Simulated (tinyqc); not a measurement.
Inside a calculation. Method: harmonic frequencies on the UHF/sto-3g surface (energies and gradients from PySCF), for H2+, spin multiplicity 2. Computed by tinyqc, a small Python program that keeps every step (integrals from PySCF). Settings: charge = 1, multiplicity = 2, basis = sto-3g, delta = 0.005. Command: `OMP_NUM_THREADS=1 python tinyqc.py 29927 29928 out.jsonl` (the two numbers bound the seeds that draw the settings). One thread of a shared host (Intel(R) Xeon(R) Processor @ 2.60GHz), about 0.1 s of CPU time with the checks.

## One row of the Hessian: 1Hz

optimised positions (bohr), order 1H, 2H:
$$\begin{pmatrix}
0.000000 & 0.000000 & -0.208368 \\
0.000000 & 0.000000 & 1.795738
\end{pmatrix}$$

gradient at +delta (hartree/bohr), order 1H, 2H:
$$\begin{pmatrix}
0.00000000 & 0.00000000 & 0.00073816 \\
0.00000000 & 0.00000000 & -0.00073816
\end{pmatrix}$$

gradient at -delta (hartree/bohr), order 1H, 2H:
$$\begin{pmatrix}
0.00000000 & 0.00000000 & -0.00069876 \\
0.00000000 & 0.00000000 & 0.00069876
\end{pmatrix}$$

Displace 1Hz by +/-0.005 bohr; H(k, :) = (g(+) - g(-)) / (2 delta).

row of the Hessian (hartree/bohr^2): 1Hx 0.00000000, 1Hy 0.00000000, 1Hz 0.14369224, 2Hx 0.00000000, 2Hy 0.00000000, 2Hz -0.14369224

## Hessian by finite differences

All rows are made in the same way, and the matrix is symmetrised.

Hessian (symmetrised) (hartree/bohr^2), order 1Hx, 1Hy, 1Hz, 2Hx, 2Hy, 2Hz:
$$\begin{pmatrix}
-0.00000731 & 0.00000000 & 0.00000000 & 0.00000731 & 0.00000000 & 0.00000000 \\
0.00000000 & -0.00000731 & 0.00000000 & 0.00000000 & 0.00000731 & 0.00000000 \\
0.00000000 & 0.00000000 & 0.14369224 & 0.00000000 & 0.00000000 & -0.14369224 \\
0.00000731 & 0.00000000 & 0.00000000 & -0.00000731 & 0.00000000 & 0.00000000 \\
0.00000000 & 0.00000731 & 0.00000000 & 0.00000000 & -0.00000731 & 0.00000000 \\
0.00000000 & 0.00000000 & -0.14369224 & 0.00000000 & 0.00000000 & 0.14369224
\end{pmatrix}$$

## Normal modes

masses (u): 1H 2.014102, 2H 1.007825

Diagonalise H_ij / sqrt(m_i m_j); the 5 smallest eigenvalues belong to translations and rotations; wavenumber = sqrt(eigenvalue / 1822.888) x 219474.63; each mode has its largest component positive (the first on a tie); zero-point energy = sum of wavenumbers / 2, with 349.755 1/cm per kcal/mol. A mass of 2.014 u marks deuterium.

eigenvalues of the mass-weighted Hessian (hartree/(bohr^2 u)): [-0.000011, -0.000011, 0.000000, 0.000000, 0.000000, 0.213920]

harmonic wavenumbers of the vibrations (1/cm): [2377.5]

mass-weighted modes, order 1Hx, 1Hy, 1Hz, 2Hx, 2Hy, 2Hz:
$$\begin{pmatrix}
0.000000 \\
0.000000 \\
-0.577498 \\
0.000000 \\
0.000000 \\
0.816392
\end{pmatrix}$$

zero-point energy = 3.398878 kcal/mol
